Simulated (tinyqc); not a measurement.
One anharmonic mode: perturbation theory, self-consistent phonons and exact levels: one step, computed by the program tinyqc.

V(x) = k x^2/2 + b x^4 for one coordinate x of mass M. A constant K > 0 gives hbar Omega = sqrt((hbar^2/u) K/M) with K in eV/angstrom^2 and M in u.

Problem. Self-consistent results. Self-consistent phonon, centred at x = 0: K = k + 12 b <x^2>, <x^2> = (hbar Omega/(2K)) coth(hbar Omega/(2 k_B T)). Its free energy is F = k_B T ln[2 sinh(hbar Omega/(2 k_B T))] + (k - K)<x^2>/2 + 3 b <x^2>^2, an upper bound to the exact one.

Inputs (values chosen for the exercise, for a model mode): mode mass M = 115 u; harmonic constant k = -0.416 eV/angstrom^2; quartic constant b = 19 eV/angstrom^4; temperature T = 68 K.

Shape: double well.

self-consistent K = 1.015474 eV/angstrom^2

Constants: hbar^2/u = 4.18015928e-03 eV angstrom^2; k_B = 8.617333262e-05 eV/K.

Give: self-consistent quantum; self-consistent <x^2>; self-consistent free energy.

Solution.

self-consistent quantum = 6.075 meV

self-consistent <x^2> = 0.006278 angstrom^2

self-consistent free energy = -1.775 meV
